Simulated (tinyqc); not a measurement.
# Pillar capacitor in an array: capacitance, non-linearity, leakage and relaxation: what changes with what

A film between two metal electrodes, each interface adding a series capacitance ci. The small-signal permittivity is ek (1 + aq E^2); the field is found with the linear permittivity. Leakage J = J0 sinh(E/Ef). After a voltage step the film passes a relaxation current kr C V tt^(-nr), tt being the time in seconds. The sidewall is a coaxial capacitor with radii a = dm/2 and b = dm/2 + t, depth AR dm; the end face is left out.

Parameters, values chosen for the exercise; permittivity of the order of that of hafnium oxide: relative permittivity of the film ek = 20.1; film thickness t = 5.7 nm; capacitance of each electrode interface (dead layer and screening) ci = 72 uF/cm^2; quadratic field coefficient of the permittivity aq = 0.0051 cm^2/MV^2; bias V = 1.2 V; exponent of the relaxation current nr = 0.957; strength of the relaxation kr = 0.0006; leakage prefactor J0 = 1.6e-10 A/cm^2; field for an e-fold rise of the leakage Ef = 0.26 MV/cm; diameter of the pillar dm = 32 nm; aspect ratio, depth over diameter AR = 30; pitch of the square array pt = 66 nm; resistivity of the inner electrode rho = 540 uohm cm; duration of the write pulse t0 = 1e-7 s.

Constants: eps0 = 8.8541878128e-14 F/cm where lengths are in cm. Results are converted to the units shown.

Each table varies one quantity; the others keep the values above.

## Capacitance, non-linearity and leakage against thickness

Planar film: Cf = eps0 ek/t, 1/C = 1/Cf + 2/ci, EOT = 3.9 eps0/C, effective permittivity C t/eps0, E = (V/t) C/Cf; quadratic coefficient [C(V)/C - 1]/V^2 with Cf (1 + aq E^2) in C(V).

Capacitance, non-linearity and leakage against thickness:
```
t (nm)  C (uF/cm^2)  EOT (nm)  effective permittivity  E (MV/cm)  quadratic coefficient (ppm/V^2)  J (A/cm^2)
2.5           5.943    0.5810                   16.78      4.008                          4.686e4    3.955e-4
3.7           4.243    0.8138                   17.73      2.861                          2.545e4    4.808e-6
5.5           2.969     1.163                   18.44      2.002                          1.300e4    1.766e-7
8.2           2.047     1.687                   18.96      1.380                             6360    1.616e-8
12            1.424     2.424                   19.30     0.9604                             3137    3.214e-9
18           0.9623     3.588                   19.56     0.6488                             1451   9.637e-10
27           0.6473     5.335                   19.74     0.4365                            662.5   4.137e-10
40           0.4395     7.857                   19.85     0.2963                            307.2   2.245e-10
60           0.2942     11.74                   19.94     0.1984                            138.2   1.343e-10
```

What does the table show?

C falls from 5.94 to 0.294 uF/cm^2 while the effective permittivity goes from 16.8 to 19.9 (ek = 20.1). EOT is a straight line in t with slope 3.9/ek = 0.194 and intercept 0.0959 nm. The quadratic coefficient goes as t^(-1.56) between the first two rows and t^(-1.97) between the last two (-2 without interfaces), and J falls by 6.47 decades. For t = 2.5, 3.7 direct tunnelling, left out, would add to the leakage.

## Cell against the film thickness

Per length 1/c = ln(b/a)/(2 pi eps0 ek) + (1/a + 1/b)/(2 pi ci); cell capacitance c AR dm; per footprint over pt^2; fields c V/(2 pi eps0 ek r) at r = a and b; resistance of the inner electrode rho AR dm/(pi a^2); time constant R C/3 of the distributed line.

The same in every row: R (kohm) = 6.4458.

Cell against the film thickness:
```
t (nm)  cell capacitance (fF)  per footprint (uF/cm^2)  field at a (MV/cm)  field at b (MV/cm)  R C/3 (ps)
1.9                    7.5881                   174.20              5.3015              4.7388      16.304
2.6                    5.9867                   137.44              4.1827              3.5980      12.863
3.5                    4.7510                   109.07              3.3193              2.7235      10.208
4.7                    3.7675                   86.489              2.6322              2.0345      8.0948
6.3                    2.9941                   68.736              2.0919              1.5009      6.4331
8.5                    2.3770                   54.567              1.6607              1.0845      5.1071
11                     1.9594                   44.983              1.3690             0.81125      4.2100
```

Read the table: what changes, and by how much?

As t goes from 1.9 to 11, the cell capacitance falls from 7.59 to 1.96 fF, the capacitance per footprint falls from 174 to 45.0 uF/cm^2, the ratio of the two fields rises from 1.12 to 1.69 and R C/3 falls from 16.3 to 4.21 ps; the time constant goes as t^(-0.76) between the first two rows and t^(-0.75) between the last two.

## Charge lost after writing

Planar film: Cf = eps0 ek/t, 1/C = 1/Cf + 2/ci, EOT = 3.9 eps0/C, effective permittivity C t/eps0, E = (V/t) C/Cf. A capacitor written for t0 and then left open loses, as a share of C V, kr (tt^(1 - nr) - t0^(1 - nr))/(1 - nr) by relaxation and J tt/(C V) by leakage; both are taken as small, and rows far outside that range are left out.

The same in every row: leakage current (nA/cm^2) = 137.7.

Charge lost after writing:
```
tt (s)  relaxation current (nA/cm^2)  loss by relaxation (%)  loss by leakage (%)  total loss (%)
1e-6                         1.142e6                 0.07262             3.995e-6         0.07262
1e-5                         1.261e5                  0.1528             3.995e-5          0.1528
0.0001                       1.392e4                  0.2413             3.995e-4          0.2417
0.001                           1537                  0.3390             0.003995          0.3430
0.01                           169.7                  0.4470              0.03995          0.4869
0.1                            18.74                  0.5661               0.3995          0.9655
1                              2.069                  0.6976                3.995           4.692
```

The two currents are equal at tt = 0.0124 s. The loss by relaxation grows from 0.0726 to 0.698 %, by 0.0802 points over the first decade and 0.132 over the last, while the loss by leakage grows tenfold a decade. Leakage is the larger loss for tt = 1 s. For tt = 1 the falling voltage would already cut the leakage, so the linear estimate overstates the loss.

tinyqc, about 0.01 s, one thread, Intel Xeon 2.30GHz (shared host): `OMP_NUM_THREADS=1 python tinyqc.py 2102189 2102190 out.jsonl`
